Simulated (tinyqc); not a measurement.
Inside a calculation. Method: plane-wave Kohn-Sham cycle with exchange-only LDA in a layered model solid. One step of it, computed by the program tinyqc.

Problem. Iteration 1: potential. V_H(G) = 4 pi rho(G)/G^2 for G != 0 (uniform background); v_x = -(3 rho/pi)^(1/3); V = V_ext + V_H + v_x; Fourier components f(G_m) = (1/N) sum_j f(x_j) exp(-i G_m x_j).

A solid whose potential varies along x alone (atomic units):
```
parameter                      value
period a                   11.200000
cross-section of the cell  11.000000
electrons per cell                 2
grid points                       16
plane waves -n..n, n               2
k points                           3
V1 in V1 cos(2 pi x/a)     -0.390000
V2 in V2 cos(4 pi x/a)     -0.100000
```

density at the start, on the grid x_j = j a/N (e/bohr^3): 0.01623377  0.01623377  0.01623377  0.01623377  0.01623377  0.01623377  0.01623377  0.01623377  0.01623377  0.01623377  0.01623377  0.01623377  0.01623377  0.01623377  0.01623377  0.01623377

Give: Potentials on the grid; V(G_m), m = 0, 1, 2, ....

Solution.

Potentials on the grid (hartree):
```
x          V_ext     V_H      v_x        V
0.0000   -0.4900  0.0000  -0.2493  -0.7393
0.7000   -0.4310  0.0000  -0.2493  -0.6804
1.4000   -0.2758  0.0000  -0.2493  -0.5251
2.1000   -0.0785  0.0000  -0.2493  -0.3279
2.8000    0.1000  0.0000  -0.2493  -0.1493
3.5000    0.2200  0.0000  -0.2493  -0.0294
4.2000    0.2758  0.0000  -0.2493   0.0264
4.9000    0.2896  0.0000  -0.2493   0.0403
5.6000    0.2900  0.0000  -0.2493   0.0407
6.3000    0.2896  0.0000  -0.2493   0.0403
7.0000    0.2758  0.0000  -0.2493   0.0264
7.7000    0.2200  0.0000  -0.2493  -0.0294
8.4000    0.1000  0.0000  -0.2493  -0.1493
9.1000   -0.0785  0.0000  -0.2493  -0.3279
9.8000   -0.2758  0.0000  -0.2493  -0.5251
10.5000  -0.4310  0.0000  -0.2493  -0.6804
```

V(G_m), m = 0, 1, 2, ... (hartree): -0.2493  -0.1950  -0.0500  0.0000  0.0000
